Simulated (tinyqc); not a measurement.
Crystal pulling from the melt: segregation, interface stability, heat balance and point-defect regime: one step, computed by the program tinyqc. Command: `OMP_NUM_THREADS=1 python tinyqc.py 3015044 3015045 out.jsonl pull walk`. One thread of a shared host (Intel(R) Xeon(R) Processor @ 2.30GHz), about 0.01 s of CPU time with the checks.

A dilute solute; steady pulling with a flat interface unless it is found unstable.

Question. Concentration at the frozen fraction g. Axial profile: C_s = k_eff C0 (1 - g)^(k_eff - 1); bulk melt C_L = C_s/k_eff. Usable fraction: the g at which C_s has changed by 30 % from its first value (0.99 at most).

Inputs (values chosen for the exercise, modelled on boron in silicon): initial melt concentration C0 = 1.2e+18 1/cm^3; frozen fraction g = 0.32.

Loss from the melt surface: none.

k_eff = 0.9071664

Give: C_s; C_L; usable fraction.

Answer.

C_s = 1.128e+18 1/cm^3

C_L = 1.244e+18 1/cm^3

usable fraction = 0.9408

C_s rises along the crystal.
